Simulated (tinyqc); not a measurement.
Inside a calculation. Model: double-gate transistor below threshold, two-dimensional Poisson equation on a small mesh.

Program tinyqc, `OMP_NUM_THREADS=1 python tinyqc.py 2480013 2480014 out.jsonl`; Intel Xeon 2.30GHz, shared host, one thread, about 0.1 s. Printed values are rounded.

Half of a symmetric double-gate structure: row 0 is the mid-plane of the body, where the normal field vanishes. Mobile charge is neglected (subthreshold), the body is fully depleted, and potentials are counted from the intrinsic level; rows run upward to the gate, columns from source to drain.

Inputs (values chosen for the exercise); semiconductor permittivity close to that of silicon: temperature T = 350 K; relative permittivity of the semiconductor eps_r = 11.8; relative permittivity of the insulator eox = 3.9; half the body thickness tb = 5 nm; insulator thickness tox = 1.2 nm; channel length L = 25 nm; acceptor density of the depleted body Na = 0 cm^-3; potential of the source Vbi = 0.58 V; gate offset Vfb = 0.14 V; gate voltage Vg = 0 V; drain voltage Vd = 0.3 V.

Constants: q = 1.602176634e-19 C, kB = 1.380649e-23 J/K, Vt = kB T/q, eps0 = 8.8541878128e-14 F/cm where lengths are in cm. Results are converted to the units shown.

## Coefficients of the five-point equations

Mesh: rows i = 0..2 in the semiconductor (step hs = tb/2, row 2 on the interface), then 1 step(s) ho = tox/1 up to the gate row 3; columns j = 0..4 (step hy = L/4). Box integration, divided by eps0: up_i = eps hy/h of the interval above row i, dn_i = that of the interval below (0 for row 0), lat_i = (sum of eps h/2 over the intervals above and below)/hy, s_i = -q Na w_i hy/eps0 with w_i the semiconductor height of the box (hs/2 for row 0 and the interface row, hs between, 0 in the insulator). Each free node obeys (up + dn + 2 lat) psi = up psi(above) + dn psi(below) + lat [psi(left) + psi(right)] + s.

```
row       up    dn      lat  s (V)
0       29.5     0     2.36      0
1       29.5  29.5     4.72      0
2    20.3125  29.5  2.73440      0
```

## Iteration 1: over-relaxation sweep (omega = 1.5)

psi at the start (fixed values on the edges, free nodes at the gate value) (V):
```
             j=0        j=1        j=2        j=3        j=4
row 0   0.580000  -0.140000  -0.140000  -0.140000   0.880000
row 1   0.580000  -0.140000  -0.140000  -0.140000   0.880000
row 2   0.580000  -0.140000  -0.140000  -0.140000   0.880000
row 3  -0.140000  -0.140000  -0.140000  -0.140000  -0.140000
```

Free nodes: rows 0..2, columns 1..3, taken row by row from row 0, left to right. t = (up psi(above) + dn psi(below) + lat [psi(left) + psi(right)] + s)/(up + dn + 2 lat), with the newest neighbours; psi(new) = psi + 1.5 (t - psi).

psi after iteration 1 (V):
```
             j=0        j=1        j=2        j=3        j=4
row 0   0.580000  -0.065517  -0.132295  -0.033686   0.880000
row 1   0.580000  -0.017360  -0.122331   0.036083   0.880000
row 2   0.580000   0.011588  -0.114610   0.078508   0.880000
row 3  -0.140000  -0.140000  -0.140000  -0.140000  -0.140000
```

## Iteration 2: over-relaxation sweep (omega = 1.5)

As before.

psi after iteration 2 (V):
```
             j=0        j=1        j=2        j=3        j=4
row 0   0.580000   0.056624  -0.089667   0.145260   0.880000
row 1   0.580000   0.100128  -0.056819   0.211793   0.880000
row 2   0.580000   0.031721  -0.057160   0.114165   0.880000
row 3  -0.140000  -0.140000  -0.140000  -0.140000  -0.140000
```

## Course of the iteration: over-relaxation sweep (omega = 1.5)

Stop when the largest change of psi is below 1e-7 V, or after 400 iterations. Fixed values: gate row Vg - Vfb; column 0 at Vbi and the last column at Vbi + Vd in the semiconductor, each running linearly to Vg - Vfb across the insulator.

Course of the iteration:
```
iteration  psi at row 0, j = 2 (V)  largest |change| of one entry (V)
1                        -0.132295                              0.219
2                       -0.0896667                              0.179
3                       0.00209981                              0.147
4                        0.0794617                             0.0774
5                        0.0911920                             0.0121
6                        0.0783454                             0.0130
7                        0.0669683                             0.0114
8                        0.0655129                            6.77e-3
9                        0.0656791                            3.14e-3
...                            ...                                ...
17                       0.0666930                            4.78e-6
18                       0.0666958                            3.94e-6
19                       0.0666969                            1.86e-6
20                       0.0666975                            6.90e-7
21                       0.0666977                            4.96e-7
22                       0.0666975                            2.00e-7
23                       0.0666973                            1.65e-7
24                       0.0666973                            1.14e-7
25                       0.0666973                            2.23e-8
```

Converged in 25 iterations. The changes do not fall evenly; from iteration 20 to 25 they shrink by a factor of 2.0 a step on average.

## Barrier, swing and barrier lowering

converged psi (V):
```
             j=0        j=1        j=2        j=3        j=4
row 0   0.580000   0.157215   0.066697   0.255810   0.880000
row 1   0.580000   0.130634   0.044327   0.221004   0.880000
row 2   0.580000   0.045963  -0.020121   0.109026   0.880000
row 3  -0.140000  -0.140000  -0.140000  -0.140000  -0.140000
```

d psi/dVg on row 0: j=0 0.000000, j=1 0.601710, j=2 0.762417, j=3 0.601710, j=4 0.000000
d psi/dVd on row 0: j=0 0.00000, j=1 0.03482, j=2 0.11879, j=3 0.36347, j=4 1.00000

The barrier is read along row 0, the path farthest from the gate. Take the node j of lowest psi: barrier Vbi - psi_j; swing Vt ln 10/(d psi_j/dVg); DIBL = (d psi_j/dVd)/(d psi_j/dVg). The derivatives solve the same equations with s = 0 and a unit change of that voltage.

j = 2
barrier = 0.513303 V
swing = 91.0886 mV/decade
DIBL = 155.809 mV/V

A mesh of 12, 8 and 80 steps (semiconductor, insulator, channel) gives a barrier of 0.541 V, a swing of 88.2 mV a decade and a DIBL of 111 mV/V; the small mesh puts the barrier 5.1 % below that.
